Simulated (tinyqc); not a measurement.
First phase against the interface composition: thermodynamics of metal silicides: hull, first phase, silicon consumed, nucleation and stability against SiO2. Computed by tinyqc, a small Python program. Command: `OMP_NUM_THREADS=1 python tinyqc.py 3002047 3002048 out.jsonl silphase walk`. One thread of a shared host (Intel(R) Xeon(R) Processor @ 2.30GHz), about 0.01 s of CPU time with the checks.

Entropies of formation of the solids are neglected, so heats stand for free energies. Si fractions: M5Si3 0.3750, MSi 0.5000, MSi2 0.6667.

Inputs (values chosen for the exercise, of the order of those of titanium silicides for heats and volumes only): heat of formation of M5Si3 = -74.5 kJ/mol atoms; heat of formation of MSi = -63.7 kJ/mol atoms; heat of formation of MSi2 = -44.7 kJ/mol atoms.

Phases: M5Si3, MSi, MSi2.

Method. Effective heat of formation: at the interface the mixture has the Si fraction x_e; the limiting element scales the heat, H_eff = H x_e/x if x_e < x, H (1 - x_e)/(1 - x) otherwise. The rule names the most negative as the first phase; its restriction to congruently melting phases is left out here.

H_eff (kJ/mol atoms):

| x_e | M5Si3 | MSi | MSi2 | first phase |
|---|---|---|---|---|
| 0.10 | -19.867 | -12.740 | -6.705 | M5Si3 |
| 0.20 | -39.733 | -25.480 | -13.410 | M5Si3 |
| 0.30 | -59.600 | -38.220 | -20.115 | M5Si3 |
| 0.36 | -71.520 | -45.864 | -24.138 | M5Si3 |
| 0.42 | -69.136 | -53.508 | -28.161 | M5Si3 |
| 0.48 | -61.984 | -61.152 | -32.184 | M5Si3 |
| 0.54 | -54.832 | -58.604 | -36.207 | MSi |
| 0.60 | -47.680 | -50.960 | -40.230 | MSi |
| 0.66 | -40.528 | -43.316 | -44.253 | MSi2 |
| 0.75 | -29.800 | -31.850 | -33.525 | MSi2 |

What does the comparison show, and why?

Each phase is a triangle with its apex at its own composition. In order of x_e the first phase is M5Si3, then MSi, then MSi2. On either side of all three the ranking is that of H/x (Si-poor) or H/(1 - x) (Si-rich).
